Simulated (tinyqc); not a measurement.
Implanted layer, carriers, mobility and sheet resistance: two steps of the calculation.

An n-type layer from the surface x = 0 to the junction xj, N(x) = N0 exp(-(x - Rp)^2/(2 sg^2)). Local neutrality (no depletion at surface or junction, no spilling of carriers), intrinsic carriers neglected, full ionisation of active dopants.

Parameters, values chosen for the exercise; values close to those of arsenic in silicon over a p-type background: temperature T = 300 K; background doping of the opposite type Nb = 3.4e15 cm^-3; peak chemical concentration N0 = 4.5e19 cm^-3; mobility limit at high doping m1 = 50.6 cm^2/(V s); mobility limit at low doping, at 300 K m2 = 1410 cm^2/(V s); reference doping of the mobility law Nr = 9.62e16 cm^-3; exponent of the mobility law am = 0.676; temperature exponent of m2 bt = 2.1; solubility limit of active dopant Ns = 2e20 cm^-3; straggle after annealing sg = 11 nm; projected range Rp = 18 nm.

Constants: q = 1.602176634e-19 C. Results are converted to the units shown.

Task 1. Junction depth and local values. xj = Rp + sg sqrt(2 ln(N0/Nb)); 13 equal steps from 0 to xj. Active dopant A = min(N, Ns); n = A - Nb; mobility mu = m1 + (m2 (T/300 K)^(-bt) - m1)/(1 + ((A + Nb)/Nr)^am).

Wanted: xj; x; N; A; n; mu.

Result 1.

xj = 65.924 nm

```
point  x (nm)  N (cm^-3)  A (cm^-3)  n (1e19 cm^-3)  mu (cm^2/(V s))
0       0.000  1.1797e19  1.1797e19          1.1793           101.28
1       5.071  2.2554e19  2.2554e19          2.2551           83.745
2      10.142  3.4866e19  3.4866e19          3.4863           75.447
3      15.213  4.3579e19  4.3579e19          4.3575           72.024
4      20.284  4.4040e19  4.4040e19          4.4037           71.875
5      25.355  3.5985e19  3.5985e19          3.5981           74.931
6      30.427  2.3773e19  2.3773e19          2.3770           82.614
7      35.498  1.2699e19  1.2699e19          1.2695           98.910
8      40.569  5.4844e18  5.4844e18          0.5481           133.55
9      45.640  1.9151e18  1.9151e18          0.1912           209.36
10     50.711  5.4072e17  5.4072e17          0.0537           372.25
11     55.782  1.2344e17  1.2344e17          0.0120           666.97
12     60.853  2.2783e16  2.2783e16          0.0019           1011.4
13     65.924  3.4000e15  3.4000e15          0.0000           1215.7
```

The mobility runs from 71.9 to 1220 cm^2/(V s).

Task 2. Sheet quantities by the trapezoid rule. Dose = integral of N, carrier sheet density = integral of n, 1/Rs = q integral of n mu, mean mobility 1/(q Rs sheet density), Hall mobility (unit Hall factor) = integral of n mu^2 over integral of n mu, Hall sheet density = (integral of n mu)^2/integral of n mu^2; all from 0 to xj.

```
point     x (nm)     N (cm^-3)  n (1e19 cm^-3)  mu (cm^2/(V s))
0       0.000000  1.1796696e19       1.1793296        101.28470
1       5.071098  2.2554465e19       2.2551065        83.745440
2      10.142195  3.4866185e19       3.4862785        75.446674
3      15.213293  4.3578881e19       4.3575481        72.024028
4      20.284390  4.4040017e19       4.4036617        71.874513
5      25.355488  3.5984761e19       3.5981361        74.931340
6      30.426585  2.3773303e19       2.3769903        82.614370
7      35.497683  1.2698727e19       1.2695327        98.910143
8      40.568780  5.4844186e18       0.5481019        133.54633
9      45.639878  1.9151410e18       0.1911741        209.36310
10     50.710975  5.4071780e17       0.0537318        372.25402
11     55.782073  1.2343557e17       0.0120036        666.97019
12     60.853170  2.2782939e16       0.0019383        1011.3677
13     65.924268        3.4e15       0.0000000        1215.6846
```

Give: dose; carrier sheet density; Rs; mean mobility; Hall mobility; Hall sheet density.

Result 2.

dose = 1.1739e14 cm^-2
carrier sheet density = 1.1736e14 cm^-2
Rs = 655.83 ohm/square
mean mobility = 81.089 cm^2/(V s)
Hall mobility = 89.962 cm^2/(V s)
Hall sheet density = 1.0579e14 cm^-2

Carriers make up 100 % of the dose. A Hall measurement weights the mobile tail, so its sheet density is 9.9 % below the true one.

Program tinyqc, `OMP_NUM_THREADS=1 python tinyqc.py 2110163 2110164 out.jsonl`; Intel Xeon 2.30GHz, shared host, one thread, about 0.01 s.
